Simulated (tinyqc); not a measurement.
Which pair of peaks is best: composition and strain of an epitaxial Si(1-x)Ge(x) layer from Raman and X-ray peaks. Computed by tinyqc, a small Python program. Command: `OMP_NUM_THREADS=1 python tinyqc.py 3008974 3008975 out.jsonl epiraman walk`. One thread of a shared host (Intel(R) Xeon(R) Processor @ 2.30GHz), about 0.01 s of CPU time with the checks.

A (001) layer, biaxially strained in the plane. The Raman peaks follow empirical lines omega = w0 + c1 x + c3 x^3 + b eps (c3 for Si-Ge alone), with eps the in-plane strain.

Inputs (values chosen for the exercise, modelled on silicon-germanium):
```
quantity                     value  unit
Ge fraction x                 0.74     -
Si-Si: c1                    -67.7  1/cm
Si-Si: strain coefficient b   -757  1/cm
Si-Ge: c1                     23.7  1/cm
Si-Ge: c3                    -32.9  1/cm
Si-Ge: strain coefficient b   -545  1/cm
Ge-Ge: c1                     19.7  1/cm
Ge-Ge: strain coefficient b   -444  1/cm
uncertainty of a Raman peak   0.05  1/cm
```

Substrate: silicon.

Method. For each pair invert J = [d omega/dx, d omega/d eps] at the true x. Independent errors of the given size in both peaks give sigma_x and sigma_eps = uncertainty x (norm of the rows of the inverse of J).

Error propagation:
```
pair               det J     sigma_x  sigma_eps (per mille)
Si-Si and Si-Ge   13.923   0.0033498                0.26643
Si-Si and Ge-Ge  44.9717  9.7573e-04               0.078392
Si-Ge and Ge-Ge   24.211   0.0014517               0.074721
```

The pair Si-Si and Ge-Ge fixes x best (sigma_x = 9.8e-4) and Si-Si and Si-Ge worst (0.0033), a factor 3.4. Strain moves all peaks the same way, so a good pair needs different ratios of composition slope to strain coefficient, best of opposite sign; the slopes here are -67.7, -30.3 and 19.7 per cm for Si-Si, Si-Ge and Ge-Ge. Errors in the coefficients themselves are not counted.

Extremes, crossings and ranges named in words are read from the listed rows.
